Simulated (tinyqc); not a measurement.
From results back to parameters: image-charge renormalisation of a gap near a dielectric or metal. Three cases, with inputs chosen for the exercise.

Problem. A small molecule or defect in vacuum at height z above the image plane of a substrate has both its electron and hole levels stabilised by (e^2/4 pi eps0)(es - 1)/((es + 1) 4 z), so its gap shrinks by twice that. The reduced gap is given.

Constants: e^2/(4 pi eps0) = 14.39964547 eV angstrom.

Case 1.

Values chosen: E0 = 2.11 eV (quasiparticle gap far from the surface); es = 3.9 (dielectric constant of the substrate (1e4: a metal)).

gap near the surface = 1.44420 eV

Case 2.

Values chosen: E0 = 5.21 eV (quasiparticle gap far from the surface); es = 4.5 (dielectric constant of the substrate (1e4: a metal)).

gap near the surface = 4.66456 eV

Case 3.

Values chosen: E0 = 6.78 eV (quasiparticle gap far from the surface); es = 10000 (dielectric constant of the substrate (1e4: a metal)).

gap near the surface = 5.02430 eV

Find: reduction; (es - 1)/(es + 1); z.

Solution. z = (e^2/4 pi eps0)(es - 1)/((es + 1) 2 x reduction). Local and hybrid functionals miss this shift, since it is a non-local correlation effect.

Case 1.

reduction = 0.6658 eV
(es - 1)/(es + 1) = 0.5918
z = 6.40 angstrom

Case 2.

reduction = 0.5454 eV
(es - 1)/(es + 1) = 0.6364
z = 8.40 angstrom

Case 3.

reduction = 1.7557 eV
(es - 1)/(es + 1) = 0.9998
z = 4.10 angstrom

Computed by tinyqc, one run a case: `OMP_NUM_THREADS=1 python tinyqc.py N N+1 out.jsonl` with N = 1851096, 1851109, 1851122; one thread of a shared Intel(R) Xeon(R) Processor @ 2.30GHz, about 0.02 s a run at most.
